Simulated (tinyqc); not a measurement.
Implant damage, amorphisation by cascade overlap, and solid-phase epitaxial regrowth. From time with enhancement back to peak enhancement by the dopant. Computed by tinyqc, a small Python program. Command: `OMP_NUM_THREADS=1 python tinyqc.py 3110994 3110995 out.jsonl sper inv`. One thread of a shared host (Intel(R) Xeon(R) Processor @ 2.30GHz), about 0.01 s of CPU time with the checks.

Range and width of the damage are inputs. Dynamic annealing enters only through the surviving share f.

Inputs (values chosen for the exercise, modelled on fluorine ions in germanium):
```
quantity,value,unit
atomic density N,44.2,1/nm^3
ion Z1,9,-
ion mass M1,19,u
target Z2,32,-
target mass M2,72.63,u
ion energy E,7.4,keV
displacement energy E_d,13,eV
depth of the damage peak R_d,8.4,nm
width of the damage profile s_d,5.1,nm
share of defects that survive f,0.6,-
critical displaced share x_c,0.16,-
dose Q,1.4e+15,1/cm^2
regrowth prefactor v0,2.8e+16,nm/s
regrowth energy E_a,2.16,eV
anneal temperature,382,C
rate relative to (100),0.33,-
```

Constants: a_0 = 0.529177210903 angstrom; e^2/(4 pi eps_0) = 14.39964548 eV angstrom; k_B = 8.617333262e-05 eV/K.

Method:
- Robinson partition: eps = E a M2/(Z1 Z2 (e^2/(4 pi eps_0)) (M1 + M2)), a = 0.8853 a_0/sqrt(Z1^(2/3) + Z2^(2/3)); k = 0.0793 Z1^(2/3) Z2^(1/2) (M1 + M2)^(3/2)/((Z1^(2/3) + Z2^(2/3))^(3/4) M1^(3/2) M2^(1/2)); damage energy T_d = E/(1 + k (eps + 0.40244 eps^(3/4) + 3.4008 eps^(1/6))); displacements nu = 0.8 T_d/(2 E_d).
- Displaced share x(z) = f nu Q exp(-(z - R_d)^2/(2 s_d^2))/(sqrt(2 pi) s_d N); the layer is amorphous where x > x_c, between R_d -/+ s_d sqrt(2 ln(x_max/x_c)), the upper edge being cut at the surface. Threshold dose Q_c = Q x_c/x_max.
- v = v0 x orientation factor x exp(-E_a/(k_B T)) x [1 + (enhancement - 1) exp(-(z - R_d)^2/(2 s_d^2))], T = anneal temperature + 273.15 K; the dopant is taken to follow the damage profile; the lower front moves from the lower edge z2 to the surface, or to the middle (z1 + z2)/2 of a buried layer with upper edge z1; time = int dz/v; the equivalent undoped distance is that time times the undoped velocity.

Question. A run gave the result below. Find the peak enhancement by the dopant, known to lie between 2.1 and 4.5.

time with enhancement = 42.1122 s

Answer.

Each step takes the trial c = (a f_b - b f_a)/(f_b - f_a), f being the result less the target and a, b, c the logarithms of the listed values; c replaces end b, the old b replaces a if the sign of f changed, and otherwise f_a is halved.

Scan of the range:
```
peak enhancement by the dopant,time with enhancement (s)
2.10,54.3795
2.38,49.9542
2.71,45.6718
3.07,41.8398
3.49,38.1738
3.96,34.8195
4.50,31.6727
```

False position (Illinois rule, in the logarithm of the input) inside the bracket:
```
step,end a,end b,trial,time with enhancement (s)
1,2.71000,3.07000,3.04290,42.1034
2,2.71000,3.04290,3.04116,42.1204
3,3.04290,3.04116,3.04200,42.1122
4,3.04116,3.04200,3.04200,42.1122
```

Time with enhancement falls at every point of a 13-point scan of the range (every second point is shown), so one value fits; it is bracketed by 2.71 and 3.07. Answer: peak enhancement by the dopant = 3.042.
